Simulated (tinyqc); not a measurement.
CISD on RHF in the 6-31g basis, for H3+, spin multiplicity 1, step by step. One step of it, computed by the program tinyqc.

Question. CISD: determinants and Hamiltonian. Slater-Condon rules over spin orbitals, with the nuclear repulsion added and E(HF) subtracted on the diagonal. Only determinants linked to the reference directly or through others are kept (one block of an abelian symmetry group), so some states are absent.

one-electron integrals over orbitals h = C^T H C (hartree), lower triangle:
```
           1          2          3          4          5          6
1  -1.635177
2   0.000000  -1.166115
3  -0.090383   0.000000  -0.713891
4   0.091509   0.000000  -0.026353  -0.352005
5   0.000000   0.172467   0.000000   0.000000  -0.187414
6   0.077494   0.000000   0.228635  -0.026710   0.000000  -0.119322
```

Two-electron integrals over orbitals (pq|rs), unique and non-zero (hartree):
```
(11|11) 0.602619    (21|21) 0.121151    (22|11) 0.460982    (22|22) 0.452095
(31|11) 0.090383    (31|22) 0.003994    (31|31) 0.056334    (32|21) -0.077992
(32|32) 0.085269    (33|11) 0.384907    (33|22) 0.362229    (33|31) 0.014333
(33|33) 0.341190    (41|11) -0.091509   (41|22) -0.074137   (41|31) -0.011246
(41|33) -0.041953   (41|41) 0.058117    (42|21) -0.061298   (42|32) 0.032711
(42|42) 0.052093    (43|11) 0.007554    (43|22) 0.023421    (43|31) -0.010398
(43|33) 0.004819    (43|41) -0.000318   (43|43) 0.012530    (44|11) 0.469717
(44|22) 0.406969    (44|31) 0.039772    (44|33) 0.331876    (44|41) -0.055362
(44|43) 0.019626    (44|44) 0.420524    (51|21) -0.068123   (51|32) 0.028905
(51|42) 0.052225    (51|51) 0.056289    (52|11) -0.120295   (52|22) -0.107039
(52|31) -0.008118   (52|33) -0.041076   (52|41) 0.057447    (52|43) -0.016877
(52|44) -0.095931   (52|52) 0.086562    (53|21) -0.014758   (53|32) 0.032433
(53|42) -0.009981   (53|51) -0.009865   (53|53) 0.034715    (54|21) 0.109956
(54|32) -0.071494   (54|42) -0.064231   (54|51) -0.069207   (54|53) -0.009074
(54|54) 0.113693    (55|11) 0.431720    (55|22) 0.427336    (55|31) 0.001903
(55|33) 0.339345    (55|41) -0.078364   (55|43) 0.022229    (55|44) 0.395028
(55|52) -0.112292   (55|55) 0.426845    (61|11) -0.077494   (61|22) 0.022300
(61|31) -0.065722   (61|33) -0.023367   (61|41) 0.012634    (61|43) 0.026399
(61|44) -0.009845   (61|52) -0.020178   (61|55) 0.030060    (61|61) 0.108790
(62|21) 0.070577    (62|32) -0.037903   (62|42) -0.049701   (62|51) -0.051946
(62|53) 0.011818    (62|54) 0.072591    (62|62) 0.059046    (63|11) -0.147178
(63|22) -0.073371   (63|31) -0.047846   (63|33) -0.047121   (63|41) 0.044493
(63|43) 0.002236    (63|44) -0.088293   (63|52) 0.050079    (63|55) -0.064678
(63|61) 0.052576    (63|63) 0.076111    (64|11) 0.019672    (64|22) -0.047505
(64|31) 0.043931    (64|33) -0.005703   (64|41) 0.018575    (64|43) -0.018991
(64|44) -0.009845   (64|52) 0.039218    (64|55) -0.058545   (64|61) -0.071985
(64|63) -0.021012   (64|64) 0.066935    (65|21) -0.097417   (65|32) 0.074541
(65|42) 0.061744    (65|51) 0.062181    (65|53) 0.012953    (65|54) -0.102140
(65|62) -0.065115   (65|65) 0.101195    (66|11) 0.587219    (66|22) 0.446827
(66|31) 0.091253    (66|33) 0.388717    (66|41) -0.112734   (66|43) -0.002766
(66|44) 0.455900    (66|52) -0.119466   (66|55) 0.429208    (66|61) -0.104397
(66|63) -0.158871   (66|64) 0.028163    (66|66) 0.623402
```

nuclear repulsion = 1.45538287 hartree

Hartree-Fock energy = -1.21235293 hartree

Give: determinants; H - E(HF) between determinants.

Answer.

Occupation strings over the orbitals (2 doubly, a alpha, b beta, 0 empty; spin orbitals ordered 1a 1b 2a 2b ...): 200000 a0b000 a00b00 a0000b b0a000 b00a00 b0000a 020000 0a00b0 002000 00ab00 00a00b 00ba00 000200 000a0b 0b00a0 000020 00b00a 000b0a 000002

H - E(HF) between determinants (hartree), lower triangle:
```
         200000   a0b000   a00b00   a0000b   b0a000   b00a00   b0000a   020000
200000   0.0000
a0b000   0.0000   0.7036
a00b00   0.0000  -0.0188   1.1503
a0000b   0.0000   0.0815  -0.0070   1.5005
b0a000   0.0000  -0.0563   0.0112   0.0657   0.7036
b00a00   0.0000   0.0112  -0.0581  -0.0126  -0.0188   1.1503
b0000a   0.0000   0.0657  -0.0126  -0.1088   0.0815  -0.0070   1.5005
020000   0.1212  -0.0780  -0.0613   0.0706   0.0780   0.0613  -0.0706   0.7876
0a00b0  -0.0681  -0.0148   0.1100  -0.0974  -0.0289  -0.0522   0.0519   0.0654
002000   0.0563  -0.0761  -0.0104  -0.0478   0.0761   0.0104   0.0478   0.0853
00ab00  -0.0112  -0.0104  -0.0506   0.0439  -0.0496   0.0003  -0.0445   0.0327
00a00b  -0.0657  -0.0478   0.0439   0.0009  -0.0541  -0.0264  -0.0526  -0.0379
00ba00   0.0112  -0.0496   0.0003  -0.0445  -0.0104  -0.0506   0.0439  -0.0327
000200   0.0581  -0.0003   0.0361   0.0186   0.0003  -0.0361  -0.0186   0.0521
000a0b   0.0126   0.0445   0.0186  -0.0212  -0.0264  -0.0676   0.0720  -0.0497
0b00a0   0.0681  -0.0289  -0.0522   0.0519  -0.0148   0.1100  -0.0974  -0.0654
000020   0.0563  -0.0099  -0.0692   0.0622   0.0099   0.0692  -0.0622   0.0866
00b00a   0.0657  -0.0541  -0.0264  -0.0526  -0.0478   0.0439   0.0009   0.0379
000b0a  -0.0126  -0.0264  -0.0676   0.0720   0.0445   0.0186  -0.0212   0.0497
000002   0.1088   0.0526  -0.0720  -0.0269  -0.0526   0.0720   0.0269   0.0590

         0a00b0   002000   00ab00   00a00b   00ba00   000200   000a0b   0b00a0
0a00b0   1.7415
002000   0.0324   1.5811
00ab00  -0.0715  -0.0215   1.9337
00a00b   0.0745   0.1815  -0.0324   2.2232
00ba00   0.0100   0.0215  -0.0125  -0.0022   1.9337
000200  -0.0642   0.0125  -0.0067  -0.0190   0.0067   2.3843
000a0b   0.0617   0.0022  -0.0190  -0.0291  -0.1403  -0.0366   2.6523
0b00a0  -0.0866  -0.0324   0.0100  -0.0118  -0.0715   0.0642  -0.0726   1.7415
000020   0.0602   0.0347  -0.0091   0.0130   0.0091   0.1137  -0.1021  -0.0602
00b00a  -0.0118  -0.1815  -0.0022  -0.0761  -0.0324   0.0190   0.0210   0.0745
000b0a  -0.0726  -0.0022  -0.1403   0.0210  -0.0190   0.0366  -0.0669   0.0617
000002  -0.0651   0.0761  -0.0210   0.0698   0.0210   0.0669   0.0015   0.0651

         000020   00b00a   000b0a  000002
000020   2.7198
00b00a  -0.0130   2.2232
000b0a   0.1021  -0.0291   2.6523
000002   0.1012  -0.0698  -0.0015  3.0525
```
